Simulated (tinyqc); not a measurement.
Electron-beam lithography: double-Gaussian proximity function, edge placement and dose correction for parallel lines: one step, computed by the program tinyqc.

Lines are infinitely long. Absorbed energy is counted so that the middle of a very large area written at dose 1 receives 1; the resist develops where it exceeds 1/2.

Problem. Dose to size and latitude. A test line of width w << beta in surroundings of density rho, all at dose d: near its edge E(x) = d [S + eta rho]/(1 + eta), S = [erf((b - x)/alpha) - erf((a - x)/alpha)]/2 for edges a and b, the second term being the background energy. Dose to size d_s = (1 + eta)/(erf(w/alpha) + 2 eta rho), dose = d_s D0; edge slope d [1 - exp(-w^2/alpha^2)]/(sqrt(pi) alpha (1 + eta)); width change per 1 % of dose = 2 x 0.01 x (1/2)/slope.

Inputs (values chosen for the exercise, of the order of those for 50 keV electrons in resist on silicon): forward range alpha = 0.012 micrometre; backscatter ratio eta = 0.54; base dose D0 = 660 microcoulomb/cm^2; width of the test line = 0.046 micrometre; pattern density around the test line = 0.6.

Give: dose to size d_s; dose; edge slope; width change per 1 % of dose; background energy.

Solution.

dose to size d_s = 0.9345

dose = 616.7 microcoulomb/cm^2

edge slope = 0.02853 1/nm

width change per 1 % of dose = 0.3505 nm

background energy = 0.1966

The background supplies 39 % of the threshold.
